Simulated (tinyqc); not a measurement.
## Site energy and hopping from one surface Green function

Inverse problem. A semi-infinite chain with site energy e0 and hopping -t has g_s = 1/(E - e0 - t^2 g_s). Inside the band |g_s| = 1/t and Re g_s = (E - e0)/(2 t^2). Find t and e0.

g_s at E = 4.93 eV = 0.16460905-0.33178015i 1/eV

Answer. t = 1/|g_s|, and e0 = E - 2 t^2 Re g_s.

t = 2.70 eV
e0 = 2.53 eV

Program tinyqc, `OMP_NUM_THREADS=1 python tinyqc.py 2680044 2680045 out.jsonl`; Intel Xeon 2.30GHz, shared host, one thread, about 0.06 s.
